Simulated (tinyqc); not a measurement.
Worked calculation: Kronig-Penney superlattice by transfer matrices. Values are carried at full precision from step to step, so a last printed digit may differ when a step is redone from the rounded ones.

Wells (width a, potential 0, mass mw) alternate with barriers (width b, height V0, mass mb); period d = a + b; c = hbar^2/2m0. The vector (psi, psi'/m) is continuous, and a layer of thickness t carries it by M = [[cos kt, (m/k) sin kt], [-(k/m) sin kt, cos kt]] with k = sqrt(m (E - V)/c); for E < V, k = i kappa gives [[cosh, (m/kappa) sinh], [(kappa/m) sinh, cosh]] of kappa t. A Bloch state obeys cos(q d) = tr(Mb Mw)/2.

Constants: hbar^2/2m0 = 3.80998211 eV angstrom^2; hbar = 6.58211957e-16 eV s.

Values chosen for the exercise (near those of an InGaAs superlattice with barriers of InAlAs; not measured data):
```
symbol  value   unit      meaning
a       104     angstrom  well width
b       34      angstrom  barrier width
V0      0.528   eV        barrier height
mw      0.0415  m0        mass in the wells
mb      0.0739  m0        mass in the barriers
E       0.0481  eV        trial energy
F       5       kV/cm     field along the axis
```

## Layer matrices at one energy

Form the matrix of the well and of the barrier at E.

k in the well = 0.02289 1/angstrom
kappa in the barrier = 0.09648 1/angstrom

Mw (angstrom units):
```
          1         2
1  -0.72408    1.2505
2  -0.38041  -0.72408
```

Mb (angstrom units):
```
        1       2
1  13.311  10.167
2  17.329  13.311
```

## The matrix of one period

Multiply M = Mb Mw and take half the trace. If its size is at most 1, E lies in a miniband and q d = arccos(tr M/2); otherwise the state decays by exp(-arccosh|tr M/2|) a period.

M:
```
         1       2
1  -13.506  9.2835
2  -17.611  12.031
```

tr M/2 = -0.7372
q d in a band, or the decay exponent in a gap = 2.400

E lies in a miniband; det M = 1.0000, as for any such product.

## Miniband edges

The edges are the energies where tr M/2 = +1 (q = 0) or -1 (q = pi/d); the first three minibands.

Minibands:
```
band  bottom (eV)  top (eV)  width (meV)
1          0.0453    0.0485          3.2
2          0.1815    0.1968         15.3
3          0.3990    0.4491         50.1
```

3 minibands of these lie wholly below V0. The first gap is 132.9 meV wide; the single well of width a has E1 = 0.0469 eV, inside the first miniband.

## Dispersion along the axis

Solve tr M/2 = cos(q d) inside each miniband at q d/pi = 0, 1/6, ..., 1. The cosine form is E_bottom + (W/2)(1 - cos q d) with the true width W.

Energies (eV):
```
q d/pi  band 1  cosine form  band 2
0.000   0.0453       0.0453  0.1968
0.167   0.0456       0.0456  0.1957
0.333   0.0461       0.0461  0.1927
0.500   0.0469       0.0469  0.1888
0.667   0.0477       0.0477  0.1851
0.833   0.0483       0.0483  0.1824
1.000   0.0485       0.0485  0.1815
```

The cosine form, which holds for hopping between neighbouring wells alone, misses band 1 by at most 0.0 meV, 1 % of its width.

## Mass along the axis

With f(E) = tr M/2, 1 - (q d)^2/2 = 1 + f'(E_bottom)(E - E_bottom) gives m_z = -2 c f'/d^2 (f' by a central difference of 1e-6 eV at the bottom of band 1). The cosine form gives 4 c/(W d^2), W the width of band 1 between tr M/2 = +1 and -1.

f' = -661.0 1/eV
m_z = 0.2645 m0
m_z of the cosine form = 0.2507 m0
W = 3.19 meV

The mass along the axis is 6.37 times mw.

## In a field along the axis

One-band picture: ladder spacing e F d, Bloch frequency e F d/(2 pi hbar), and extent W/(e F) of a Stark state, with W the width of band 1; 1 kV/cm = 1e-5 V/angstrom.

e F d = 6.900 meV
Bloch frequency = 1.668 THz
W/(e F d) = 0.46 periods

The state is confined to about one period: the miniband has broken into a ladder of single-well levels.

## Checks

- Bottom of band 1 from 121 plane waves (the mass step taken by inverting the matrix of m) against the transfer matrix, eV: both 0.0453.

Program tinyqc; command `OMP_NUM_THREADS=1 python tinyqc.py 1281334 1281335 out.jsonl`; about 0.05 s on one thread of a shared Intel(R) Xeon(R) Processor @ 2.30GHz.
